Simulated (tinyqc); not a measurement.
Composition and strain of an epitaxial Si(1-x)Ge(x) layer from Raman and X-ray peaks: one step, computed by the program tinyqc.

A (001) layer, biaxially strained in the plane. The Raman peaks follow empirical lines omega = w0 + c1 x + c3 x^3 + b eps (c3 for Si-Ge alone), with eps the in-plane strain.

Question. Raman peaks. Insert x and eps in the three lines; the strain part is b eps.

Inputs (values chosen for the exercise, modelled on silicon-germanium):
```
quantity                     value  unit
Ge fraction x                 0.58     -
Si-Si: w0                    520.9  1/cm
Si-Si: c1                    -66.5  1/cm
Si-Si: strain coefficient b   -680  1/cm
Si-Ge: w0                    400.1  1/cm
Si-Ge: c1                     23.5  1/cm
Si-Ge: c3                    -32.3  1/cm
Si-Ge: strain coefficient b   -596  1/cm
Ge-Ge: w0                    280.3  1/cm
Ge-Ge: c1                     19.3  1/cm
Ge-Ge: strain coefficient b   -434  1/cm
```

Substrate: silicon.

in-plane strain eps = -6.939096 per mille

Give: Si-Si peak; Si-Ge peak; Ge-Ge peak; strain parts.

Answer.

Si-Si peak = 487.05 1/cm

Si-Ge peak = 411.56 1/cm

Ge-Ge peak = 294.51 1/cm

strain parts (1/cm): Si-Si 4.7186, Si-Ge 4.1357, Ge-Ge 3.0116

Read as unstrained, the Si-Si peak would give x = 0.509 in place of 0.58.
